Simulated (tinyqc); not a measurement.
Surface potential of a MOS transistor: implicit equation and explicit approximations: effect of the acceptor density at fixed gate voltage.

p-type body, charge-sheet picture, depletion and inversion only, full ionisation (an idealisation for deep acceptors), Boltzmann statistics (rough once Na exp(x - xn) passes about Nc/7). In units of Vt: xg = (Vg - Vfb)/Vt, x = psi/Vt, G = gamma/sqrt(Vt), xn = (2 phiF + Vc)/Vt. The implicit equation is (xg - x)^2 = G^2 [x - 1 + exp(x - xn)] for x above about 3. Cox = eps0 eox/tox.

ni = sqrt(Nc Nv) exp(-Eg/(2 Vt)), Eg in volts; phiF = Vt ln(Na/ni); gamma = sqrt(2 q eps0 eps_r Na)/Cox; VT = Vfb + Vt (xn + G sqrt(xn - 1)). Depletion value a = 1 + [sqrt(G^2/4 + xg - 1) - G/2]^2; inversion value b = xn + ln[(xg - xn)^2/G^2 - xn + 1] and first guess y = min(a, b) - ln(1 + exp(-|a - b|)) if a > xn + 1, else b = y = a; one second-order correction with D = exp(y - xn), p = 2 (xg - y) + G^2 (1 + D), w = (xg - y)^2 - G^2 (y - 1 + D): z = y + 2 w/(p + sqrt(p^2 - 2 (2 - G^2 D) w)), or the Newton step z = y + w/p where the root is not real. N_inv = (Cox Vt G/q) [sqrt(x - 1 + exp(x - xn)) - sqrt(x - 1)] at the root. Lambert form (Cox m Vt/q) W0[(G/(2 m sqrt(xn - 1))) exp((Vg - VT)/(m Vt))], m = 1 + G/(2 sqrt(xn - 1)). Errors under 1e-4 mV, and the linear form below VT, are printed as 0. Vfb is held fixed.

Inputs (values chosen for the exercise); band and dielectric values close to those of silicon: temperature T = 300 K; band gap Eg = 1.11 eV; relative permittivity eps_r = 11.5; conduction-band density of states at T Nc = 2.77e19 cm^-3; valence-band density of states at T Nv = 2.67e19 cm^-3; relative permittivity of the gate insulator (close to silicon dioxide) eox = 3.9; insulator thickness tox = 21 nm; flat-band voltage Vfb = -0.41 V; channel-body voltage Vc = 0.5 V; gate-body voltage Vg = 1.77 V.

Constants: q = 1.602176634e-19 C, kB = 1.380649e-23 J/K, Vt = kB T/q, eps0 = 8.8541878128e-14 F/cm where lengths are in cm. Results are converted to the units shown.

Effect of the acceptor density at fixed gate voltage:
```
Na (cm^-3)  psi (V)  x - xn  error of y (mV)  error of z (mV)  N_inv (cm^-2)  Cox (Vg - VT)/q (cm^-2)  Lambert form (cm^-2)
2.1e15        1.302   7.027             10.2           -0.374       7.164e11                 9.165e11              7.477e11
4.6e15        1.320   6.143             9.78           -0.321       6.078e11                 7.882e11              6.300e11
1e16          1.335   5.183             9.94           -0.334       4.592e11                 6.182e11              4.731e11
2.2e16        1.344   3.931             12.0           -0.630       2.515e11                 3.797e11              2.577e11
4.8e16        1.302  0.7602            0.117                0       1.891e10                 4.590e10              1.913e10
1.1e17        1.027  -11.53                0                0        1.509e5                        0               1.030e5
2.3e17       0.7562  -23.48                0                0          1.643                        0                0.2776
```

What does the table show?

As Na goes from 2.1e15 to 2.3e17, psi goes from 1.30 through a maximum of 1.34 (at Na = 2.2e16 among the rows listed) to 0.756 V, x - xn falls from 7.03 to -23.5 and N_inv falls from 7.16e11 to 1.64 cm^-2. The Lambert form lies between 0.169 and 1.04 times N_inv.

Numbers from tinyqc (`OMP_NUM_THREADS=1 python tinyqc.py 2122203 2122204 out.jsonl`; about 0.01 s on one thread of a shared Intel Xeon 2.30GHz).
